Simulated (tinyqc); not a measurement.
Which single mass stands for the valley: donor in an ellipsoidal valley (Kohn-Luttinger variational method). Computed by tinyqc, a small Python program. Command: `OMP_NUM_THREADS=1 python tinyqc.py 3019501 3019502 out.jsonl kohnlutt walk`. One thread of a shared host (Intel(R) Xeon(R) Processor @ 2.30GHz), about 0.03 s of CPU time with the checks.

H = -(d^2/dx^2 + d^2/dy^2) - gamma d^2/dz^2 - 2/r in units built on m_t, with gamma = m_t/m_l and z along the valley axis. One valley; no valley-orbit or central-cell term.

Inputs (values chosen for the exercise, modelled on diamond): transverse mass m_t = 0.331 m_0; longitudinal mass m_l = 1.46 m_0; dielectric constant eps = 5.84.

Constants: Ry = 13.605693123 eV; a_0 = 0.529177210903 angstrom.

Method:
- Ry* = Ry m_t/eps^2, a* = a_0 eps/m_t, gamma = m_t/m_l.
- Trial function exp(-sqrt((x^2 + y^2)/a^2 + z^2/b^2)) with beta = b/a < 1: E = t/a^2 - u/a, t = (2 + gamma/beta^2)/3, u = 2 arcsin(sqrt(1 - beta^2))/sqrt(1 - beta^2); the best a is 2 t/u and E(beta) = -u^2/(4 t).
- Golden-section search on beta from 0.05 to 0.999, 60 steps.
- Gaussian basis: g = P exp(-al (x^2 + y^2) - be z^2) with P = 1 (s-like), z (2p0) or x (2p+-); al = 0.004 x 2.6^k, k = 0..11, and be/al = 1, gamma^(-1/2) or 1/gamma (36 functions); 1/r = (2/sqrt(pi)) int exp(-t^2 r^2) dt by 48 Gauss-Legendre points after t = sqrt(al_i + al_j) tan(theta); overlap eigenvalues below 1e-10 are dropped.
- A hydrogenic level is Ry m/eps^2 for one mass m; errors are against the Gaussian basis.

gamma = 0.226712

1s binding energy, Gaussian basis = 202.646 meV

1s binding energy, trial function = 202.406 meV

1s binding energy:

| rule | mass (m_0) | binding (meV) | error (%) |
|---|---|---|---|
| transverse mass | 0.3310 | 132.05 | -34.84 |
| conductivity mass 3/(2/m_t + 1/m_l) | 0.4459 | 177.90 | -12.21 |
| density-of-states mass (m_t^2 m_l)^(1/3) | 0.5428 | 216.55 | 6.86 |
| longitudinal mass | 1.4600 | 582.44 | 187.42 |
| trial function with a and b | - | 202.41 | -0.12 |
| mass that fits 1s | 0.5080 | 202.65 | 0.00 |

The conductivity mass, which is what a spherical trial function (a = b) gives, falls short by 12.2 %, as a restricted variational bound must; the density-of-states mass is off by +6.9 %. The mass that fits lies between the two. Caution: a* is only a few bond lengths, so central-cell and valley-orbit terms are large. Caution: the short radius is only a few bond lengths, so the envelope approximation is rough.

Extremes, crossings and ranges named in words are read from the listed rows.
